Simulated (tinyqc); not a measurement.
Gate sheet resistance from two finger widths.

Question. At low frequency R = Rsh Wf/(3 L) + B/Wf, where B collects the channel and vertical terms. Find Rsh, B and the width of lowest R.

Inputs (values chosen for the exercise): channel length L = 0.27 um.

input resistance of single fingers, contacted at one end, of width 0.85 and 5.9 um (ohm): [616.06718, 117.99979]

Answer. R Wf is a straight line in Wf^2; the minimum of R lies where both terms are equal.

Rsh = 4.100 ohm/square
B = 520.0 ohm um
width of lowest R = 10.14 um

Program tinyqc, `OMP_NUM_THREADS=1 python tinyqc.py 2262214 2262215 out.jsonl`; Intel Xeon 2.30GHz, shared host, one thread, about 0.01 s.
